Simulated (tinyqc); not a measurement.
Inside a calculation (part 1 of 2). Method: CIS on RHF in the sto-3g basis, for BeH2, spin multiplicity 1. Computed by tinyqc, a small Python program that keeps every step (integrals from PySCF). Settings: charge = 0, multiplicity = 1, basis = sto-3g, method = RHF, energy threshold = 1e-10, iteration cap = 85, orthogonalisation = canonical, start = core, DIIS depth = 6. Command: `OMP_NUM_THREADS=1 python tinyqc.py 24473 24474 out.jsonl` (the two numbers bound the seeds that draw the settings). One thread of a shared host (Intel(R) Xeon(R) Processor @ 2.60GHz), about 0.06 s of CPU time with the checks. The early iterations of the SCF are left out here.

## One-electron integrals

Geometry (angstrom):
```
atom         x          y         z
Be    0.000000   0.000000  0.000000
H     0.000000   1.246000  0.000000
H     0.000000  -1.246000  0.000000
```

Basis sto-3g: exponents (1/bohr^2) and contraction coefficients of normalised primitives:
```
element  l (shell)   exponent  coefficient
Be           s (1)  30.167871     0.154329
Be           s (1)   5.495115     0.535328
Be           s (1)   1.487193     0.444635
Be           s (2)   1.314833    -0.099967
Be           s (2)   0.305539     0.399513
Be           s (2)   0.099371     0.700115
Be           p (3)   1.314833     0.155916
Be           p (3)   0.305539     0.607684
Be           p (3)   0.099371     0.391957
H            s (1)   3.425251     0.154329
H            s (1)   0.623914     0.535328
H            s (1)   0.168855     0.444635
```

Overlap, kinetic and nuclear-attraction integrals over the contracted functions; the nuclear repulsion is the sum of Za Zb / Rab.

nuclear repulsion = 3.60995690 hartree

overlap S, order 1Be 1s, 1Be 2s, 1Be 2px, 1Be 2py, 1Be 2pz, 2H 1s, 3H 1s:
$$\begin{pmatrix}
1.000000 & 0.259517 & 0.000000 & 0.000000 & 0.000000 & 0.085542 & 0.085542 \\
0.259517 & 1.000000 & 0.000000 & 0.000000 & 0.000000 & 0.498400 & 0.498400 \\
0.000000 & 0.000000 & 1.000000 & 0.000000 & 0.000000 & 0.000000 & 0.000000 \\
0.000000 & 0.000000 & 0.000000 & 1.000000 & 0.000000 & 0.550440 & -0.550440 \\
0.000000 & 0.000000 & 0.000000 & 0.000000 & 1.000000 & 0.000000 & 0.000000 \\
0.085542 & 0.498400 & 0.000000 & 0.550440 & 0.000000 & 1.000000 & 0.050267 \\
0.085542 & 0.498400 & 0.000000 & -0.550440 & 0.000000 & 0.050267 & 1.000000
\end{pmatrix}$$

kinetic energy T (hartree), order 1Be 1s, 1Be 2s, 1Be 2px, 1Be 2py, 1Be 2pz, 2H 1s, 3H 1s:
$$\begin{pmatrix}
6.693975 & -0.033012 & 0.000000 & 0.000000 & 0.000000 & -0.016484 & -0.016484 \\
-0.033012 & 0.211111 & 0.000000 & 0.000000 & 0.000000 & 0.084506 & 0.084506 \\
0.000000 & 0.000000 & 0.660592 & 0.000000 & 0.000000 & 0.000000 & 0.000000 \\
0.000000 & 0.000000 & 0.000000 & 0.660592 & 0.000000 & 0.226420 & -0.226420 \\
0.000000 & 0.000000 & 0.000000 & 0.000000 & 0.660592 & 0.000000 & 0.000000 \\
-0.016484 & 0.084506 & 0.000000 & 0.226420 & 0.000000 & 0.760032 & -0.010710 \\
-0.016484 & 0.084506 & 0.000000 & -0.226420 & 0.000000 & -0.010710 & 0.760032
\end{pmatrix}$$

nuclear attraction V (hartree), order 1Be 1s, 1Be 2s, 1Be 2px, 1Be 2py, 1Be 2pz, 2H 1s, 3H 1s:
$$\begin{pmatrix}
-15.410494 & -2.119677 & 0.000000 & 0.000000 & 0.000000 & -0.701201 & -0.701201 \\
-2.119677 & -3.091162 & 0.000000 & 0.000000 & 0.000000 & -1.534657 & -1.534657 \\
0.000000 & 0.000000 & -2.987906 & 0.000000 & 0.000000 & 0.000000 & 0.000000 \\
0.000000 & 0.000000 & 0.000000 & -3.242366 & 0.000000 & -1.660337 & 1.660337 \\
0.000000 & 0.000000 & 0.000000 & 0.000000 & -2.987906 & 0.000000 & 0.000000 \\
-0.701201 & -1.534657 & 0.000000 & -1.660337 & 0.000000 & -3.118058 & -0.179831 \\
-0.701201 & -1.534657 & 0.000000 & 1.660337 & 0.000000 & -0.179831 & -3.118058
\end{pmatrix}$$

core Hamiltonian H = T + V (hartree), order 1Be 1s, 1Be 2s, 1Be 2px, 1Be 2py, 1Be 2pz, 2H 1s, 3H 1s:
$$\begin{pmatrix}
-8.716519 & -2.152689 & 0.000000 & 0.000000 & 0.000000 & -0.717686 & -0.717686 \\
-2.152689 & -2.880051 & 0.000000 & 0.000000 & 0.000000 & -1.450151 & -1.450151 \\
0.000000 & 0.000000 & -2.327314 & 0.000000 & 0.000000 & 0.000000 & 0.000000 \\
0.000000 & 0.000000 & 0.000000 & -2.581775 & 0.000000 & -1.433917 & 1.433917 \\
0.000000 & 0.000000 & 0.000000 & 0.000000 & -2.327314 & 0.000000 & 0.000000 \\
-0.717686 & -1.450151 & 0.000000 & -1.433917 & 0.000000 & -2.358027 & -0.190541 \\
-0.717686 & -1.450151 & 0.000000 & 1.433917 & 0.000000 & -0.190541 & -2.358027
\end{pmatrix}$$

## Two-electron integrals

Functions are numbered as in S; the eight-fold symmetry (ij|kl) = (ji|kl) = (kl|ij) leaves the list below.

Two-electron integrals (ij|kl) in chemists' order, unique and non-zero (hartree):
```
(11|11) 2.298831    (21|11) 0.392036    (21|21) 0.079539    (22|11) 0.570988
(22|21) 0.143041    (22|22) 0.417683    (31|31) 0.014607    (32|31) 0.021888
(32|32) 0.092265    (33|11) 0.569578    (33|21) 0.143083    (33|22) 0.417589
(33|33) 0.449859    (41|41) 0.014607    (42|41) 0.021888    (42|42) 0.092265
(43|43) 0.024249    (44|11) 0.569578    (44|21) 0.143083    (44|22) 0.417589
(44|33) 0.401360    (44|44) 0.449859    (51|51) 0.014607    (52|51) 0.021888
(52|52) 0.092265    (53|53) 0.024249    (54|54) 0.024249    (55|11) 0.569578
(55|21) 0.143083    (55|22) 0.417589    (55|33) 0.401360    (55|44) 0.401360
(55|55) 0.449859    (61|11) 0.128455    (61|21) 0.026011    (61|22) 0.047001
(61|33) 0.046653    (61|41) 0.002365    (61|42) 0.004360    (61|44) 0.047721
(61|55) 0.046653    (61|61) 0.008941    (62|11) 0.255264    (62|21) 0.064582
(62|22) 0.198969    (62|33) 0.192113    (62|41) 0.008505    (62|42) 0.047631
(62|44) 0.212504    (62|55) 0.192113    (62|61) 0.023258    (62|62) 0.130740
(63|31) 0.006593    (63|32) 0.029049    (63|43) 0.008737    (63|63) 0.013701
(64|11) 0.255224    (64|21) 0.065469    (64|22) 0.211755    (64|33) 0.199327
(64|41) 0.014079    (64|42) 0.075041    (64|44) 0.236386    (64|55) 0.199327
(64|61) 0.024916    (64|62) 0.159678    (64|64) 0.204134    (65|51) 0.006593
(65|52) 0.029049    (65|54) 0.008737    (65|65) 0.013701    (66|11) 0.418888
(66|21) 0.107996    (66|22) 0.367374    (66|33) 0.340993    (66|41) 0.018499
(66|42) 0.126439    (66|44) 0.419793    (66|55) 0.340993    (66|61) 0.040378
(66|62) 0.294266    (66|64) 0.384754    (66|66) 0.774606    (71|11) 0.128455
(71|21) 0.026011    (71|22) 0.047001    (71|33) 0.046653    (71|41) -0.002365
(71|42) -0.004360   (71|44) 0.047721    (71|55) 0.046653    (71|61) 0.008131
(71|62) 0.019634    (71|64) 0.018969    (71|66) 0.032124    (71|71) 0.008941
(72|11) 0.255264    (72|21) 0.064582    (72|22) 0.198969    (72|33) 0.192113
(72|41) -0.008505   (72|42) -0.047631   (72|44) 0.212504    (72|55) 0.192113
(72|61) 0.019634    (72|62) 0.074637    (72|64) 0.070732    (72|66) 0.126363
(72|71) 0.023258    (72|72) 0.130740    (73|31) 0.006593    (73|32) 0.029049
(73|43) -0.008737   (73|63) 0.006561    (73|73) 0.013701    (74|11) -0.255224
(74|21) -0.065469   (74|22) -0.211755   (74|33) -0.199327   (74|41) 0.014079
(74|42) 0.075041    (74|44) -0.236386   (74|55) -0.199327   (74|61) -0.018969
(74|62) -0.070732   (74|64) -0.062628   (74|66) -0.115861   (74|71) -0.024916
(74|72) -0.159678   (74|74) 0.204134    (75|51) 0.006593    (75|52) 0.029049
(75|54) -0.008737   (75|65) 0.006561    (75|75) 0.013701    (76|11) 0.032524
(76|21) 0.008019    (76|22) 0.022318    (76|33) 0.021944    (76|44) 0.023055
(76|55) 0.021944    (76|61) 0.002648    (76|62) 0.010908    (76|64) 0.011810
(76|66) 0.020702    (76|71) 0.002648    (76|72) 0.010908    (76|74) -0.011810
(76|76) 0.001219    (77|11) 0.418888    (77|21) 0.107996    (77|22) 0.367374
(77|33) 0.340993    (77|41) -0.018499   (77|42) -0.126439   (77|44) 0.419793
(77|55) 0.340993    (77|61) 0.032124    (77|62) 0.126363    (77|64) 0.115861
(77|66) 0.212246    (77|71) 0.040378    (77|72) 0.294266    (77|74) -0.384754
(77|76) 0.020702    (77|77) 0.774606
```

## Orthogonalisation

S = U s U^T; canonical form X = U s^(-1/2), so that X^T S X = 1. Each column of U has its largest component positive (the first on a tie).

eigenvalues of S: [0.196022, 0.303511, 0.928301, 1.000000, 1.000000, 1.753712, 1.818454]

X, order 1Be 1s, 1Be 2s, 1Be 2px, 1Be 2py, 1Be 2pz, 2H 1s, 3H 1s:
$$\begin{pmatrix}
0.000000 & -0.284801 & 0.972283 & 0.000000 & 0.000000 & 0.000000 & 0.231940 \\
0.000000 & 1.326466 & -0.106810 & 0.000000 & 0.000000 & 0.000000 & 0.500420 \\
0.000000 & 0.000000 & 0.000000 & 0.824409 & 0.565995 & 0.000000 & 0.000000 \\
1.571123 & 0.000000 & 0.000000 & 0.000000 & 0.000000 & 0.542503 & 0.000000 \\
0.000000 & 0.000000 & 0.000000 & -0.565995 & 0.824409 & 0.000000 & 0.000000 \\
-1.147399 & -0.852686 & -0.245452 & 0.000000 & 0.000000 & 0.371422 & 0.350500 \\
1.147399 & -0.852686 & -0.245452 & 0.000000 & 0.000000 & -0.371422 & 0.350500
\end{pmatrix}$$

Within a degenerate level the vectors are fixed only up to a rotation; this is one choice.

## Iteration 6 (converged): orbitals

converged F (hartree), order 1Be 1s, 1Be 2s, 1Be 2px, 1Be 2py, 1Be 2pz, 2H 1s, 3H 1s:
$$\begin{pmatrix}
-4.513611 & -1.288249 & 0.000000 & 0.000000 & 0.000000 & -0.435623 & -0.435623 \\
-1.288249 & -0.651333 & 0.000000 & 0.000000 & 0.000000 & -0.455658 & -0.455658 \\
0.000000 & 0.000000 & 0.209290 & 0.000000 & 0.000000 & 0.000000 & 0.000000 \\
0.000000 & 0.000000 & 0.000000 & -0.276499 & 0.000000 & -0.345625 & 0.345625 \\
0.000000 & 0.000000 & 0.000000 & 0.000000 & 0.209290 & 0.000000 & 0.000000 \\
-0.435623 & -0.455658 & 0.000000 & -0.345625 & 0.000000 & -0.357146 & -0.072776 \\
-0.435623 & -0.455658 & 0.000000 & 0.345625 & 0.000000 & -0.072776 & -0.357146
\end{pmatrix}$$

Diagonalise F' = X^T F X, C = X C', fill 3 alpha and 3 beta electrons from the bottom; D = 2 C_occ C_occ^T. Each column has its largest component positive (the first on a tie).

F' = X^T F X (hartree):
$$\begin{pmatrix}
1.060965 & 0.000000 & 0.000000 & 0.000000 & 0.000000 & 0.033611 & 0.000000 \\
0.000000 & 0.474389 & 0.336645 & 0.000000 & 0.000000 & 0.000000 & 0.134486 \\
0.000000 & 0.336645 & -3.690480 & 0.000000 & 0.000000 & 0.000000 & -1.605224 \\
0.000000 & 0.000000 & 0.000000 & 0.209290 & 0.000000 & 0.000000 & 0.000000 \\
0.000000 & 0.000000 & 0.000000 & 0.000000 & 0.209290 & 0.000000 & 0.000000 \\
0.033611 & 0.000000 & 0.000000 & 0.000000 & 0.000000 & -0.438408 & 0.000000 \\
0.000000 & 0.134486 & -1.605224 & 0.000000 & 0.000000 & 0.000000 & -1.271944
\end{pmatrix}$$

orbital energies (hartree): MO1 -4.517107, MO2 -0.472379, MO3 -0.439161, MO4 0.209290, MO5 0.209290, MO6 0.501451, MO7 1.061718

coefficients C, order 1Be 1s, 1Be 2s, 1Be 2px, 1Be 2py, 1Be 2pz, 2H 1s, 3H 1s:
$$\begin{pmatrix}
0.991746 & -0.232238 & 0.000000 & 0.000000 & 0.000000 & -0.206756 & 0.000000 \\
0.031374 & 0.536066 & 0.000000 & 0.000000 & 0.000000 & 1.316430 & 0.000000 \\
0.000000 & 0.000000 & 0.000000 & 0.271702 & 0.962381 & 0.000000 & 0.000000 \\
0.000000 & 0.000000 & 0.507175 & 0.000000 & 0.000000 & 0.000000 & 1.582880 \\
0.000000 & 0.000000 & 0.000000 & 0.962381 & -0.271702 & 0.000000 & 0.000000 \\
-0.001743 & 0.396822 & 0.397030 & 0.000000 & 0.000000 & -0.867583 & -1.138792 \\
-0.001743 & 0.396822 & -0.397030 & 0.000000 & 0.000000 & -0.867583 & 1.138792
\end{pmatrix}$$

D after iteration 6, order 1Be 1s, 1Be 2s, 1Be 2px, 1Be 2py, 1Be 2pz, 2H 1s, 3H 1s:
$$\begin{pmatrix}
2.074990 & -0.186760 & 0.000000 & 0.000000 & 0.000000 & -0.187772 & -0.187772 \\
-0.186760 & 0.576702 & 0.000000 & 0.000000 & 0.000000 & 0.425336 & 0.425336 \\
0.000000 & 0.000000 & 0.000000 & 0.000000 & 0.000000 & 0.000000 & 0.000000 \\
0.000000 & 0.000000 & 0.000000 & 0.514453 & 0.000000 & 0.402728 & -0.402728 \\
0.000000 & 0.000000 & 0.000000 & 0.000000 & 0.000000 & 0.000000 & 0.000000 \\
-0.187772 & 0.425336 & 0.000000 & 0.402728 & 0.000000 & 0.630207 & -0.000325 \\
-0.187772 & 0.425336 & 0.000000 & -0.402728 & 0.000000 & -0.000325 & 0.630207
\end{pmatrix}$$

Within a degenerate level the vectors are fixed only up to a rotation; this is one choice.

## Convergence

Stop when the energy changes by less than 1e-10 hartree and every element of the error matrix X^T (F D S - S D F) X is below 3e-06.

Course of the cycle:
```
iteration   E (hartree)     change  largest element of the error matrix
1          -15.25236621          -                             7.35e-01
2          -15.55647595  -3.04e-01                             8.33e-02
3          -15.55957701  -3.10e-03                             2.15e-03
4          -15.55958097  -3.95e-06                             2.65e-04
5          -15.55958106  -8.95e-08                             1.29e-05
6          -15.55958106  -8.09e-11                             6.85e-09
```

PySCF RHF in the same basis = -15.55958106 hartree

Converged in 6 iterations.

## Integrals over molecular orbitals

(pq|rs) = sum C_ip C_jq C_kr C_ls (ij|kl), one index at a time.

one-electron integrals over orbitals h = C^T H C (hartree):
$$\begin{pmatrix}
-8.704752 & 0.235053 & 0.000000 & 0.000000 & 0.000000 & 0.184258 & 0.000000 \\
0.235053 & -2.533747 & 0.000000 & 0.000000 & 0.000000 & -0.137074 & 0.000000 \\
0.000000 & 0.000000 & -2.502392 & 0.000000 & 0.000000 & 0.000000 & -0.258579 \\
0.000000 & 0.000000 & 0.000000 & -2.327314 & 0.000000 & 0.000000 & 0.000000 \\
0.000000 & 0.000000 & 0.000000 & 0.000000 & -2.327314 & 0.000000 & 0.000000 \\
0.184258 & -0.137074 & 0.000000 & 0.000000 & 0.000000 & -1.918493 & 0.000000 \\
0.000000 & 0.000000 & -0.258579 & 0.000000 & 0.000000 & 0.000000 & -1.751505
\end{pmatrix}$$

Two-electron integrals over orbitals (pq|rs), unique and non-zero (hartree):
```
(11|11) 2.271413    (21|11) -0.205888   (21|21) 0.028599    (22|11) 0.502005
(22|21) -0.007346   (22|22) 0.408317    (31|31) 0.006557    (32|31) 0.015734
(32|32) 0.165976    (33|11) 0.473689    (33|21) -0.003042   (33|22) 0.421808
(33|33) 0.444769    (41|41) 0.015768    (42|41) 0.015500    (42|42) 0.050520
(43|43) 0.015526    (44|11) 0.569167    (44|21) -0.008456   (44|22) 0.375666
(44|33) 0.364375    (44|44) 0.449859    (51|51) 0.015768    (52|51) 0.015500
(52|52) 0.050520    (53|53) 0.015526    (54|54) 0.024249    (55|11) 0.569167
(55|21) -0.008456   (55|22) 0.375666    (55|33) 0.364375    (55|44) 0.401360
(55|55) 0.449859    (61|11) -0.171485   (61|21) 0.024518    (61|22) -0.007132
(61|33) -0.004637   (61|44) -0.004161   (61|55) -0.004161   (61|61) 0.021354
(62|11) 0.098764    (62|21) -0.006885   (62|22) -0.029222   (62|33) -0.051601
(62|44) 0.045699    (62|55) 0.045699    (62|61) -0.003080   (62|62) 0.075906
(63|31) -0.003880   (63|32) -0.096487   (63|63) 0.083108    (64|41) 0.016256
(64|42) 0.047647    (64|64) 0.051130    (65|51) 0.016256    (65|52) 0.047647
(65|65) 0.051130    (66|11) 0.479555    (66|21) -0.006308   (66|22) 0.404827
(66|33) 0.415773    (66|44) 0.372317    (66|55) 0.372317    (66|61) -0.005591
(66|62) -0.038816   (66|66) 0.418314    (71|31) 0.011952    (71|32) 0.021372
(71|63) -0.003193   (71|71) 0.022416    (72|31) 0.002870    (72|32) -0.046700
(72|63) 0.061091    (72|71) 0.006691    (72|72) 0.056513    (73|11) 0.133563
(73|21) -0.005621   (73|22) -0.009511   (73|33) -0.024271   (73|44) 0.053990
(73|55) 0.053990    (73|61) -0.002947   (73|62) 0.071016    (73|66) -0.030196
(73|73) 0.080634    (74|43) 0.013900    (74|74) 0.016278    (75|53) 0.013900
(75|75) 0.016278    (76|31) 0.012005    (76|32) 0.143756    (76|63) -0.097527
(76|71) 0.016162    (76|72) -0.059273   (76|76) 0.142469    (77|11) 0.588370
(77|21) -0.009674   (77|22) 0.439294    (77|33) 0.458728    (77|44) 0.395921
(77|55) 0.395921    (77|61) -0.009170   (77|62) -0.044985   (77|66) 0.445545
(77|73) -0.018878   (77|77) 0.502469
```

## CIS matrix, singlets

A(ia,jb) = (e_a - e_i) d_ij d_ab + 2 (ia|jb) - (ij|ab).

CIS matrix A, singlet (hartree):
```
          1>4       1>5        1>6        1>7       2>4       2>5        2>6        2>7
1>4  4.188765  0.000000   0.000000   0.000000  0.039456  0.000000   0.000000   0.000000
1>5  0.000000  4.188765   0.000000   0.000000  0.000000  0.039456   0.000000   0.000000
1>6  0.000000  0.000000   4.581710   0.000000  0.000000  0.000000   0.000148   0.000000
1>7  0.000000  0.000000   0.000000   5.035286  0.000000  0.000000   0.000000   0.023056
2>4  0.039456  0.000000   0.000000   0.000000  0.407042  0.000000   0.000000   0.000000
2>5  0.000000  0.039456   0.000000   0.000000  0.000000  0.407042   0.000000   0.000000
2>6  0.000000  0.000000   0.000148   0.000000  0.000000  0.000000   0.720815   0.000000
2>7  0.000000  0.000000   0.000000   0.023056  0.000000  0.000000   0.000000   1.207828
3>4  0.000000  0.000000   0.000000   0.000000  0.000000  0.000000   0.000000   0.000000
3>5  0.000000  0.000000   0.000000   0.000000  0.000000  0.000000   0.000000   0.000000
3>6  0.000000  0.000000   0.000000  -0.018391  0.000000  0.000000   0.000000  -0.021575
3>7  0.000000  0.000000  -0.017898   0.000000  0.000000  0.000000  -0.001724   0.000000

          3>4       3>5        3>6        3>7
1>4  0.000000  0.000000   0.000000   0.000000
1>5  0.000000  0.000000   0.000000   0.000000
1>6  0.000000  0.000000   0.000000  -0.017898
1>7  0.000000  0.000000  -0.018391   0.000000
2>4  0.000000  0.000000   0.000000   0.000000
2>5  0.000000  0.000000   0.000000   0.000000
2>6  0.000000  0.000000   0.000000  -0.001724
2>7  0.000000  0.000000  -0.021575   0.000000
3>4  0.315128  0.000000   0.000000   0.000000
3>5  0.000000  0.315128   0.000000   0.000000
3>6  0.000000  0.000000   0.691054   0.000000
3>7  0.000000  0.000000   0.000000   1.203418
```

## CIS singlet states

dipole integrals <i|r|a> (bohr), order 1>4, 1>5, 1>6, 1>7, 2>4, 2>5, 2>6, 2>7, 3>4, 3>5, 3>6, 3>7:
$$\begin{pmatrix}
0.041410 & 0.000000 & 0.146676 \\
0.146676 & 0.000000 & -0.041410 \\
0.000000 & 0.000000 & 0.000000 \\
0.000000 & 0.132472 & 0.000000 \\
0.262932 & 0.000000 & 0.931319 \\
0.931319 & 0.000000 & -0.262932 \\
0.000000 & 0.000000 & 0.000000 \\
0.000000 & -0.536764 & 0.000000 \\
0.000000 & 0.000000 & 0.000000 \\
0.000000 & 0.000000 & 0.000000 \\
0.000000 & -1.040502 & 0.000000 \\
0.000000 & 0.000000 & 0.000000
\end{pmatrix}$$

Diagonalise A (1 hartree = 27.211386 eV); each vector has its largest component positive (the first on a tie). The transition dipole is mu = sqrt2 sum c_ia <i|r|a>.

singlet excitation energies (eV): [8.575059, 8.575059, 11.064982, 11.064982, 18.778173, 19.614220, 32.744248, 32.887102, 113.993307, 113.993307, 124.677256, 137.023043]

lowest vectors, order 1>4, 1>5, 1>6, 1>7, 2>4, 2>5, 2>6, 2>7, 3>4, 3>5, 3>6, 3>7:
$$\begin{pmatrix}
0.000000 & 0.000000 & -0.005704 & -0.008734 & 0.000000 & 0.000000 \\
0.000000 & 0.000000 & -0.008734 & 0.005704 & 0.000000 & 0.000000 \\
0.000000 & 0.000000 & 0.000000 & 0.000000 & 0.000000 & -0.000022 \\
0.000000 & 0.000000 & 0.000000 & 0.000000 & 0.004009 & 0.000000 \\
0.000000 & 0.000000 & 0.546765 & 0.837221 & 0.000000 & 0.000000 \\
0.000000 & 0.000000 & 0.837221 & -0.546765 & 0.000000 & 0.000000 \\
0.000000 & 0.000000 & 0.000000 & 0.000000 & 0.000000 & 0.999994 \\
0.000000 & 0.000000 & 0.000000 & 0.000000 & 0.041456 & 0.000000 \\
0.996613 & -0.082237 & 0.000000 & 0.000000 & 0.000000 & 0.000000 \\
0.082237 & 0.996613 & 0.000000 & 0.000000 & 0.000000 & 0.000000 \\
0.000000 & 0.000000 & 0.000000 & 0.000000 & 0.999132 & 0.000000 \\
0.000000 & 0.000000 & 0.000000 & 0.000000 & 0.000000 & 0.003572
\end{pmatrix}$$

oscillator strengths 2/3 w |mu|^2: [0.000000, 0.000000, 0.506018, 0.506018, 1.036417, 0.000000]

Within a degenerate level the vectors are fixed only up to a rotation; this is one choice.
